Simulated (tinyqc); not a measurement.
Ways to converge the cycle: SCF convergence aids in the sto-3g basis, for H6, spin multiplicity 1. Computed by the program tinyqc with PySCF. RHF with one setting changed at a time; a run stops when the energy changes by less than 1e-09 hartree and the error matrix is below 1e-5. The start is random orbitals. Damping d keeps d of the old density; a shift (hartree) raises the virtual levels; DIIS n extrapolates F over n matrices.

Geometry (angstrom):
```
atom,x,y,z
H,0.0000,0.0000,0.0000
H,0.0000,0.0000,0.7940
H,0.0000,0.0000,2.6180
H,0.0000,0.0000,3.4120
H,0.0000,0.0000,5.2350
H,0.0000,0.0000,6.0290
```

lowest restricted solution found by these runs and by PySCF = -3.328638 hartree

Largest element of the error matrix X^T (FDS - SDF) X:
```
iteration,plain,damping 0.3,damping 0.6,shift 0.4,DIIS 3,DIIS 8
1,7.5e-01,7.5e-01,7.5e-01,7.5e-01,7.5e-01,7.5e-01
2,1.5e-01,2.7e-01,4.5e-01,5.3e-01,1.5e-01,1.5e-01
3,1.3e-02,1.0e-01,2.8e-01,1.8e-01,1.3e-02,1.3e-02
4,1.6e-03,3.8e-02,1.8e-01,5.8e-02,1.0e-03,1.0e-03
5,3.1e-04,1.4e-02,1.1e-01,1.9e-02,1.1e-04,7.6e-05
6,6.2e-05,5.4e-03,7.0e-02,5.9e-03,5.9e-06,3.4e-06
8,2.4e-06,8.5e-04,2.8e-02,7.4e-04,-,-
10,-,1.4e-04,1.2e-02,1.2e-04,-,-
14,-,3.7e-06,2.2e-03,-,-,-
20,-,2.1e-08,1.8e-04,-,-,-
30,-,-,2.7e-06,-,-,-
```

How each run ends:
```
run,iterations,E (hartree),state
plain,8,-3.32864,lowest found
damping 0.3,21,-3.32864,lowest found
damping 0.6,44,-3.32864,lowest found
shift 0.4,13,-3.32864,lowest found
DIIS 3,7,-3.32864,lowest found
DIIS 8,7,-3.32864,lowest found
```

What does the comparison show, and why?

6 of 6 runs reach the lowest restricted solution found, in 7 to 44 iterations (fastest: DIIS 3, DIIS 8). Plain steps already contract here, so damping only slows them. DIIS 3 and DIIS 8 gain by cancelling the error over several earlier matrices, much as a quasi-Newton step does.
